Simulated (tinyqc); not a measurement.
# Surface concentration from sheet resistance and junction depth

Question. An n-type layer has N(x) = N0 erfc(x/Ld), erfc(xj/Ld) = Nb/N0, N0 below Ns. Active dopant A = min(N, Ns); n solves n (n + Nb)/(A - Nb - n) = K, K = (NB/gd) exp(-E/Vt), E = max(Ei - ks A^(1/3), 0), so n = 2 K (A - Nb)/[Nb + K + sqrt((Nb + K)^2 + 4 K (A - Nb))]; mobility mu = m1 + (m2 (T/300 K)^(-bt) - m1)/(1 + ((A + Nb)/Nr)^am). 1/Rs = q times the integral of n mu from 0 to xj. Find N0, Ld and the dose down to xj.

Inputs (values chosen for the exercise): temperature T = 400 K; background doping of the opposite type Nb = 1.1e14 cm^-3; mobility limit at high doping m1 = 39.8 cm^2/(V s); mobility limit at low doping, at 300 K m2 = 988 cm^2/(V s); reference doping of the mobility law Nr = 1.92e17 cm^-3; exponent of the mobility law am = 0.593; temperature exponent of m2 bt = 2.2; solubility limit of active dopant Ns = 5.09e19 cm^-3; conduction-band density of states at T NB = 2.57e19 cm^-3; ionisation energy in the dilute limit Ei = 0.0602 eV; degeneracy factor of the level gd = 2; lowering of Ei per N^(1/3) ks = 1.4e-8 eV cm.

Constants: q = 1.602176634e-19 C, kB = 1.380649e-23 J/K, Vt = kB T/q. Results are converted to the units shown.

Rs = 7885.1173 ohm/square
xj = 381.38081 nm

Solution. For a given shape and background, Rs xj depends on N0 alone and falls as N0 rises (an Irvin curve), so it fixes N0; xj then gives Ld.

N0 = 3.400e17 cm^-3
Ld = 150.0 nm
dose = 2.877e12 cm^-2

Computed by the program tinyqc: `OMP_NUM_THREADS=1 python tinyqc.py 2110133 2110134 out.jsonl`, one thread of a shared Intel Xeon 2.30GHz, about 0.02 s for the whole run.
